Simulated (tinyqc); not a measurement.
# Haynes-Shockley experiment: what a collector records, against the lifetime

A sheet injected at x = 0, t = 0 gives at x = L the signal n(t) = N0 exp(-t/tau - (L - v t)^2/(4 D t))/sqrt(4 pi D t), D = mu Vt, v = mu F. Its peak lies at tp = [-D + sqrt(D^2 + u^2 L^2)]/u^2, u^2 = v^2 + 4 D/tau; dt is the full width at half height. Simple readings: mobility L/(F tp), diffusion coefficient (L dt/tp)^2/(16 ln 2 tp). Area v times the integral of n over N0: (v/u) exp(L (v - u)/(2 D)).

Inputs (values chosen for the exercise): temperature T = 300 K; minority-carrier mobility mu = 8150 cm^2/(V s); sweep field along the drift F = 19 V/cm; distance from injector to collector L = 93 um.

Constants: q = 1.602176634e-19 C, kB = 1.380649e-23 J/K, Vt = kB T/q. Results are converted to the units shown.

The same in every row: L/v (us) = 0.060058.

Result of one run:

| tp (us) | dt (us) | apparent mobility (cm^2/(V s)) | apparent D (cm^2/s) | area | exp(-L/(v tau)) |
|---|---|---|---|---|---|
| 0.045003 | 0.055167 | 10877 | 260.41 | 0.45966 | 0.51309 |

Which lifetime tau gave this result: 2e-8, 4e-8, 9e-8, 2e-7 or 1e-6 s?

tau = 9e-8 s.

The whole series:

| tau (s) | tp (us) | dt (us) | apparent mobility (cm^2/(V s)) | apparent D (cm^2/s) | area | exp(-L/(v tau)) |
|---|---|---|---|---|---|---|
| 8e-9 | 0.024283 | 0.020752 | 20157 | 234.55 | 0.0046924 | 5.4908e-4 |
| 2e-8 | 0.033122 | 0.033776 | 14778 | 244.85 | 0.063007 | 0.049643 |
| 4e-8 | 0.039389 | 0.044508 | 12427 | 252.79 | 0.20557 | 0.22281 |
| 9e-8 | 0.045003 | 0.055167 | 10877 | 260.41 | 0.45966 | 0.51309 |
| 2e-7 | 0.048417 | 0.062137 | 10110 | 265.30 | 0.69136 | 0.74060 |
| 5e-7 | 0.050420 | 0.066402 | 9707.9 | 268.27 | 0.85895 | 0.88682 |
| 1e-6 | 0.051148 | 0.067984 | 9569.7 | 269.36 | 0.92606 | 0.94171 |
| 2e-6 | 0.051525 | 0.068809 | 9499.7 | 269.93 | 0.96213 | 0.97042 |

True values: mu = 8150 cm^2/(V s), D = 211 cm^2/s. The apparent mobility is 2.47 times the true one in the first row and 17 % above it in the last, and the apparent D 11 % above and 28 % above D. The peak always comes before L/v, since spreading and decay both weigh down the later part of the signal; the shift is 60 % and 14 % in these rows.

Computed by the program tinyqc: `OMP_NUM_THREADS=1 python tinyqc.py 2310132 2310133 out.jsonl`, one thread of a shared Intel Xeon 2.30GHz, about 0.01 s for the whole run.
